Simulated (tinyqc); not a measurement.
Worked calculation: surface photovoltage measurement of the minority-carrier diffusion length in a wafer. Computed by tinyqc, a small Python program that keeps every step. Command: `OMP_NUM_THREADS=1 python tinyqc.py 3130502 3130503 out.jsonl spv walk`. One thread of a shared host (Intel(R) Xeon(R) Processor @ 2.30GHz), about 0.01 s of CPU time with the checks. Intermediate numbers are printed to about 7 digits and carried at full precision; extremes and crossings named in words are read from the listed rows.

Low injection, steady light, a depletion layer much thinner than 1/alpha and L. The excess density dn is taken at the front edge of the neutral region; light that reaches the back is lost.

Inputs (values chosen for the exercise, modelled on p-type silicon at room temperature): diffusion length L = 140 micrometre; wafer thickness W = 625 micrometre; diffusivity D = 27.1 cm^2/s; front recombination velocity S_f = 2500 cm/s; back recombination velocity S_b = 320 cm/s; photon flux entering = 3.5e+11 1/(cm^2 s); minority density at the surface barrier scale n_0 = 9.3e+09 1/cm^3; temperature T = 298 K; wavelength = 850 nm; relative noise of each reading = 0.5 %; diffusion length after pair splitting over L = 0.89; iron factor C = 1.04e+16 micrometre^2/cm^3.

Constants: k_B = 8.617333262e-05 eV/K.

## One wavelength

alpha = (84.732/lambda - 76.417)^2 per cm with lambda in micrometre (an empirical fit for silicon between 0.7 and 1.05 micrometre). Thick wafer: dn = Phi L/((S_f + D/L)(L + 1/alpha)). Finite wafer, with s = S_b L/D, w = W/L, a = alpha L: dn = [Phi a/(a^2 - 1)] [a - B - exp(-alpha W)(a - s)/(cosh w + s sinh w)]/(S_f + B D/L), B = (sinh w + s cosh w)/(cosh w + s sinh w). Photovoltage V = (k_B T/e) ln(1 + dn/n_0). Lifetime = L^2/D.

alpha = 541.3861 1/cm

penetration depth 1/alpha = 18.47110 micrometre

dn, thick wafer = 6.970797e+07 1/cm^3

B = 0.9998101

dn, finite wafer = 6.971576e+07 1/cm^3

photovoltage V = 0.1917849 mV

lifetime = 7.232472 microsecond

## The linear plot

normal deviates g for the noise: [1.23, 1.19, -1.20, -0.83, -0.90, 1.73, 0.33]

Readings y = (Phi/dn) (1 + noise x g) at 780, 830, 880, 920, 950, 975 and 995 nm; a least-squares line y = c (1/alpha + L_app) gives L_app = intercept/slope.

Readings:
```
lambda (nm)  1/alpha (micrometre)  y (cm/s)  line (cm/s)
780                        9.6364  4769.727     4740.906
830                       15.1760  4945.275     4917.151
880                       25.3298  5206.177     5240.203
920                       40.6576  5699.227     5727.869
950                       61.2783  6347.082     6383.934
975                       90.9173  7376.772     7326.923
995                      130.8877  8591.339     8598.613
```

slope = 31.81582 cm/(s micrometre)

apparent length L_app = 139.3745 micrometre

error of L_app (rounded to 0.001) = -0.447 %

Without noise the error would be +0.1 %, from the finite thickness at W/L = 4.5. S_f scales all readings alike and leaves L_app unchanged.

## Where the wafer is too thin

No noise; L is varied at fixed W, and the last two columns set S_b to 0 and to 1e7 cm/s.

Apparent length (micrometre):
```
L            W/L  given S_b   S_b = 0  S_b = 1e7
31.2    20.03205     31.200    31.200    31.2000
62.5    10.00000     62.500    62.500    62.4998
125.0    5.00000    125.081   125.115   124.8542
188.0    3.32447    189.233   190.024   185.7057
312.0    2.00321    323.153   338.142   285.5362
500.0    1.25000    529.935   647.187   376.1291
812.0    0.76970    800.337  1396.394   438.2328
1310.0   0.47710   1029.142  3034.829   468.9417
2500.0   0.25000   1194.264  7352.900   484.6590
```

With a fast back surface L_app levels off, at 485 micrometre in the last row; with a passive one it reaches up to 2.94 times L among these rows and is 7350 in the last. All three columns are within 5 % of L down to W/L = 3.3.

## Iron from two lengths

Splitting iron-boron pairs in boron-doped silicon shortens L; with nothing else changing, [Fe] = C (1/L_after^2 - 1/L^2). It is evaluated with the true lengths and with the apparent ones (without noise), which differ when the wafer is not thick against L.

L_after = 124.6 micrometre

[Fe] from the true lengths = 1.392681e+11 1/cm^3

[Fe] from the apparent lengths = 1.398564e+11 1/cm^3

bias, apparent over true less 1 (rounded to 0.001) = 0.422 %

Checks made by the program: dn against a finite-difference solution (relative difference 8e-06).
